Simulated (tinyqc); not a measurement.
From results back to parameters: zigzag graphene nanoribbon in tight binding. Five cases, with inputs chosen for the exercise.

Problem. The edge state of a wide zigzag ribbon has weight 1 - x^2 on the edge site, x = 2 cos(k/2), and its amplitude falls by x from chain to chain, 1.5 acc apart. The weight below belongs to a hidden k between 2 pi/3 and pi.

Case 1.

Values chosen (out of a larger set: near those used for graphene; not measured data): acc = 1.42 angstrom (bond length).

edge weight = 0.690683

Case 2.

Values chosen (out of a larger set: near those used for graphene; not measured data): acc = 1.42 angstrom (bond length).

edge weight = 0.731056

Case 3.

Values chosen (out of a larger set: near those used for graphene; not measured data): acc = 1.42 angstrom (bond length).

edge weight = 0.725015

Case 4.

Values chosen (out of a larger set: near those used for graphene; not measured data): acc = 1.42 angstrom (bond length).

edge weight = 0.614176

Case 5.

Values chosen (out of a larger set: near those used for graphene; not measured data): acc = 1.42 angstrom (bond length).

edge weight = 0.458471

Find: k; decay length.

Solution. x = sqrt(1 - weight), k = 2 arccos(x/2), decay length = -1.5 acc/ln x.

Case 1.

k = 2.578
decay length = 3.631 angstrom

Case 2.

k = 2.617
decay length = 3.244 angstrom

Case 3.

k = 2.611
decay length = 3.300 angstrom

Case 4.

k = 2.510
decay length = 4.473 angstrom

Case 5.

k = 2.388
decay length = 6.945 angstrom

Computed by tinyqc, one run a case: `OMP_NUM_THREADS=1 python tinyqc.py N N+1 out.jsonl` with N = 1480734, 1480801, 1480821, 1480885, 1480927; one thread of a shared Intel(R) Xeon(R) Processor @ 2.30GHz, about 0.01 s a run at most.
